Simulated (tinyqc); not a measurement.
# Changing the pulse length

Model: self-heating of a transistor with one or more fingers, with temperature-dependent conductivity. Computed by tinyqc, a small Python program. Command: `OMP_NUM_THREADS=1 python tinyqc.py 3010408 3010409 out.jsonl selfheat sweep`. One thread of a shared host (Intel(R) Xeon(R) Processor @ 2.30GHz), about 0.1 s of CPU time with the checks.

N long parallel fingers lie on the top face of a slab whose bottom is held at T_0; the top is otherwise insulated, and heat flows in two dimensions. P in W/mm is 1000 P in W/m.

Inputs (values chosen for the exercise, modelled on gallium arsenide):
```
quantity                                      value           unit
conductivity at the base temperature kappa_0   35.6        W/(m K)
power per gate width P                         0.27           W/mm
fingers N                                         4              -
finger pitch s                                   13     micrometre
width of the heat source w                     0.18     micrometre
substrate thickness t                            53     micrometre
heat capacity C                                 1.8  1e6 J/(m^3 K)
```

Power: fixed power.

Method:
- A line source of power P on the top face raises the top at distance x by (P/(pi kappa_0)) g(x), g(x) = -ln tanh(pi x/(4 t)) (the image sum for the slab). On a strip of width w the centre sees the mean of g over the strip, g_0 = 1 + ln(8 t/(pi w)) for w much below t.
- theta_i = (P/(pi kappa_0)) [g_0 + sum over j != i of g(|i - j| s)], with equal powers and constant conductivity; thermal resistance = largest theta/P.
- After switching on, theta(tau) = (P D/kappa_0) int_0^tau X(u) Z(u) du at the hottest finger, D = kappa_0/C; X = sum over fingers at distance x of [erf((x + w/2)/r) - erf((x - w/2)/r)]/(2 w), Z = sum_(j=-200..200) (-1)^j exp(-(2 j t/r)^2)/sqrt(pi D u), r = 2 sqrt(D u); trapezoid rule on 300 points evenly spaced in ln u from u_0 = 1e-3 min(tau, w^2/D) to tau, plus the exact piece 2 sqrt(u_0/(pi D))/w below u_0. Conductivity and power are held at their base values here, and Fourier's law is used even where the diffusion length is near a phonon free path.

One run for each value; columns: (1) pulse length (microsecond); (2) linear rise after the pulse (K); (3) share of the steady rise; (4) diffusion length sqrt(D tau) (micrometre):
```
(1)        (2)     (3)         (4)
0.003   5.8081  0.2015  2.4358e-01
0.01    7.2518  0.2516  4.4472e-01
0.06    9.4112  0.3265  1.0893e+00
0.3    11.3540  0.3939  2.4358e+00
1      12.9050  0.4477  4.4472e+00
5      16.4290  0.5700  9.9443e+00
20     21.4740  0.7450  1.9889e+01
100    27.6470  0.9592  4.4472e+01
500    28.8240  1.0000  9.9443e+01
2000   28.8240  1.0000  1.9889e+02
```

What does the table show, and why?

Over the rows, linear rise after the pulse (K) rises from 5.81 to 28.8, flat over part of the range; share of the steady rise rises from 0.202 to 1.00, flat over part of the range; diffusion length sqrt(D tau) (micrometre) rises from 0.244 to 199 (exponent d ln y / d ln x about 0.50 throughout). Short pulses heat only the region within a diffusion length; the rise saturates when that length reaches the thickness, 53 micrometre.

Extremes, crossings and ranges named in words are read from the listed rows.
